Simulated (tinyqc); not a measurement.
X-ray photoelectron analysis of a thin oxide on a semiconductor: attenuation lengths, thickness, angle series and band offsets: one step, computed by the program tinyqc. Command: `OMP_NUM_THREADS=1 python tinyqc.py 3114292 3114293 out.jsonl xps walk`. One thread of a shared host (Intel(R) Xeon(R) Processor @ 2.30GHz), about 0.01 s of CPU time with the checks.

The same element is seen in the oxide and in the substrate, at nearly the same kinetic energy; films are flat and uniform, and the work function is ignored.

Problem. Band offsets by core levels. Valence band offset = (E_core - E_v)(substrate) - (E_core - E_v)(oxide) + (core level separation at the interface, oxide less substrate). The separation is made here from the given offset; a uniform field F that raises the binding energy towards the surface shifts the oxide peak by e F <z>, <z> = d/(1 - exp(-x)) - d/x, x = d/(L_o cos theta), being the mean distance from the interface. Conduction band offset = oxide gap - substrate gap - valence band offset.

Inputs (values chosen for the exercise, modelled on SiO2 on silicon):

| quantity | value | unit |
|---|---|---|
| oxide gap | 8.8 | eV |
| substrate gap | 1.12 | eV |
| oxide thickness d | 1 | nm |
| valence band offset used to make the data | 4.55 | eV |
| core level less valence band top, substrate | 98.86 | eV |
| core level less valence band top, thick oxide | 98.63 | eV |
| field in the oxide | 0.015 | MV/cm |

d/(L_o cos theta) = 0.9568627

Give: separation without field; <z>; separation with field; apparent valence band offset; true conduction band offset; apparent conduction band offset.

Solution.

separation without field = 4.32 eV

<z> = 0.57855 nm

separation with field = 4.3209 eV

apparent valence band offset = 4.5509 eV

true conduction band offset = 3.13 eV

apparent conduction band offset = 3.1291 eV

The field biases both offsets by 8.7e-4 eV, in opposite directions.
